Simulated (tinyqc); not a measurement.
Valley-orbit splitting of a donor ground state, with strain: one step, computed by the program tinyqc.

The basis is the 1s envelope in each valley; energies are counted from the unstrained conduction-band edge. The strain is e_s (a a^T - 1/3) for the unit stress axis a, so valley j along n_j moves by Xi_u e_s w_j with w_j = (n_j.a)^2 - 1/3: +2/3 for [111], -2/9 for the others.

Task: Populations and ionisation. H_jj = -(E_0 + Lambda) + Xi_u e_s w_j; H_jk = -Delta_1 between any two valleys. z = sum over levels of exp(-(E - E_ground)/k_B T), the ground-state share being 1/z; N_c = 2 (2 pi m_e k_B T/h^2)^(3/2) sum_j exp(-(shift_j - lowest shift)/k_B T); n1 = N_c/(2 z) exp(-binding/k_B T), binding = lowest shift - E_ground; without compensation n = 2 N_D/(1 + sqrt(1 + 4 N_D/n1)) (Boltzmann statistics; p and higher states left out).

Inputs (values chosen for the exercise, for a model many-valley semiconductor):
```
quantity                                    value   unit
single-valley binding energy E_0             12.3    meV
central-cell shift Lambda                    0.27    meV
coupling Delta_1                              1.1    meV
shear deformation potential Xi_u             17.1     eV
shear strain e_s                          0.00065      -
temperature T                                  20      K
donor density N_D                         7.9e+14  cm^-3
density-of-states mass of one valley m_e    0.223    m_0
```

Valleys: four along <111>. Stress axis: [111].

Constants: k_B = 8.617333262e-05 eV/K; m_0 = 9.1093837015e-31 kg; k_B = 1.380649e-23 J/K; h = 6.62607015e-34 J s.

Give: partition sum z; share of neutral donors in the ground state; N_c; n1; free electrons n.

Result:

partition sum z = 1.249

share of neutral donors in the ground state = 0.8005

N_c = 1.366e+17 cm^-3

n1 = 8.750e+12 cm^-3

free electrons n = 7.888e+13 cm^-3
